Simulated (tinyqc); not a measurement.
Position of the support ring: thermal and gravitational stress in a wafer during furnace and rapid thermal processing, and the onset of slip. Computed by tinyqc, a small Python program. Command: `OMP_NUM_THREADS=1 python tinyqc.py 3022618 3022619 out.jsonl slip walk`. One thread of a shared host (Intel(R) Xeon(R) Processor @ 2.30GHz), about 0.01 s of CPU time with the checks.

A thin free disc in plane stress, isotropic; T(r) = T_centre + dT (r/R)^n. Stress is positive in tension; sigma_SB = 5.670374419e-8 W/(m^2 K^4), g = 9.80665 m/s^2.

Inputs (values chosen for the exercise, for a model wafer):

| quantity | value | unit |
|---|---|---|
| wafer radius R | 225 | mm |
| thickness t | 925 | micrometre |
| Poisson ratio nu | 0.25 | - |
| density rho | 2330 | kg/m^3 |

Method. Own weight q = rho g t on a ring of radius b R, x = r/R: moments of an edge-supported plate, M_r = q R^2 (3 + nu)(1 - x^2)/16 and M_t = q R^2 [(3 + nu) - (1 + 3 nu) x^2]/16, less the uniform moment inside the ring load, q R^2 [(1 - nu)(1 - b^2) - 2 (1 + nu) ln b]/8; stress at the lower face = 6 M/t^2.

Stress at the lower face (MPa):

| b | centre | radial at ring | hoop at ring | largest in size |
|---|---|---|---|---|
| 0.40 | -1.2153 | -1.4591 | -1.3466 | 1.4591 |
| 0.50 | -0.6287 | -1.0098 | -0.8339 | 1.0098 |
| 0.60 | -0.1239 | -0.6725 | -0.4193 | 0.6725 |
| 0.65 | 0.1078 | -0.5362 | -0.2390 | 0.5362 |
| 0.70 | 0.3290 | -0.4178 | -0.0731 | 0.4178 |
| 0.75 | 0.5418 | -0.3155 | 0.0802 | 0.5418 |
| 0.80 | 0.7476 | -0.2278 | 0.2224 | 0.7476 |
| 0.90 | 1.1434 | -0.0911 | 0.4787 | 1.1434 |
| 1.00 | 1.5241 | 0.0000 | 0.7034 | 1.5241 |

Among these rows the largest stress is least, 0.418 MPa, for a ring at 0.7 R, 3.6 times below edge support: the overhang balances the sag of the centre. All values scale as R^2/t.

Extremes, crossings and ranges named in words are read from the listed rows.
